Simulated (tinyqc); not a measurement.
Single-domain magnet: Stoner-Wohlfarth switching, Neel-Arrhenius retention, LLG dynamics and spin torque: one step, computed by the program tinyqc.

The moment is uniform, with unit vector m; z is the easy axis. mu_0 = 1.25663706212e-6 T m/A, gamma = 1.76085963023e11 rad/(s T).

Problem. Effective anisotropy. The disc is treated as an oblate spheroid with p = t/d: N_z = [1 - p arccos(p)/sqrt(1 - p^2)]/(1 - p^2); V = pi d^2 t/4; K_eff = K_u + K_i/t + K_shape, K_shape = -(mu_0 M_s^2/4)(3 N_z - 1); mu_0 H_K = 2 K_eff/M_s.

Inputs (values chosen for the exercise, for a model magnet):

| quantity | value | unit |
|---|---|---|
| saturation magnetisation M_s | 548 | kA/m |
| diameter d | 54 | nm |
| thickness t | 2 | nm |
| interface anisotropy K_i | 0.587 | mJ/m^2 |
| bulk anisotropy K_u | 10 | kJ/m^3 |

Shape: thin disc, easy axis normal to it.

Give: demagnetising factor N_z; volume V; K_shape; K_eff; anisotropy field mu_0 H_K.

Solution.

demagnetising factor N_z = 0.9445

volume V = 4580 nm^3

K_shape = -173.0 kJ/m^3

K_eff = 130.5 kJ/m^3

anisotropy field mu_0 H_K = 0.4764 T

Shape works against the easy axis and takes 57 % of the other terms. Caution: a flat cylinder has a smaller N_z than the spheroid of the same t/d, so K_eff of a real disc is larger.
